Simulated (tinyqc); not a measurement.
Printed widths: electron-beam lithography: double-Gaussian proximity function, edge placement and dose correction for parallel lines. Computed by tinyqc, a small Python program. Command: `OMP_NUM_THREADS=1 python tinyqc.py 3112526 3112527 out.jsonl proximity walk`. One thread of a shared host (Intel(R) Xeon(R) Processor @ 2.30GHz), about 0.01 s of CPU time with the checks.

Lines are infinitely long. Absorbed energy is counted so that the middle of a very large area written at dose 1 receives 1; the resist develops where it exceeds 1/2.

Inputs (values chosen for the exercise, of the order of those for 10 keV electrons in resist on silicon): forward range alpha = 0.023 micrometre; backscatter range beta = 1.2 micrometre; backscatter ratio eta = 0.46.

line widths (micrometre): 0.17  1.7  0.043  0.049

gaps between the lines (micrometre): 0.14  0.087  0.42

Method:
- The first line starts at x = 0; each next one starts after the width and the gap.
- f(r) = [exp(-r^2/alpha^2)/alpha^2 + eta exp(-r^2/beta^2)/beta^2]/(pi (1 + eta)). A line from a to b at dose d gives E(x) = d [S(alpha) + eta S(beta)]/(1 + eta), S(s) = [erf((b - x)/s) - erf((a - x)/s)]/2.
- M_ij is the mean of E at the two edges of line i from line j at dose 1.
- Uncorrected edge energies are M 1. Solve M d = 1/2 for the doses d that put the mean edge energy of every line at the threshold.
- Edges are the roots of E(x) = 1/2 between a line centre and the middle of the next gap. Three cases: dose 1 everywhere; one common dose equal to the mean of d; the corrected doses.

Lines (micrometre):

| line | left edge | right edge | centre |
|---|---|---|---|
| 1 | 0.000 | 0.170 | 0.0850 |
| 2 | 0.310 | 2.010 | 1.1600 |
| 3 | 2.097 | 2.140 | 2.1185 |
| 4 | 2.560 | 2.609 | 2.5845 |

corrected doses: 1 1.03921, 2 0.97219, 3 1.03608, 4 1.20044

Width error, printed less drawn (nm):

| line | drawn width (nm) | dose 1 | mean dose | corrected |
|---|---|---|---|---|
| 1 | 170 | -1.3095 | 2.1690 | 0.009278 |
| 2 | 1700 | 1.4741 | 4.9410 | 0.000083 |
| 3 | 43 | -1.2274 | 2.3530 | 0.002312 |
| 4 | 49 | -8.3129 | -4.6958 | 0.001599 |

What does the comparison show, and why?

With the common mean dose the errors span 9.6 nm. With corrected doses the largest error is below 0.01 nm.

Extremes, crossings and ranges named in words are read from the listed rows.
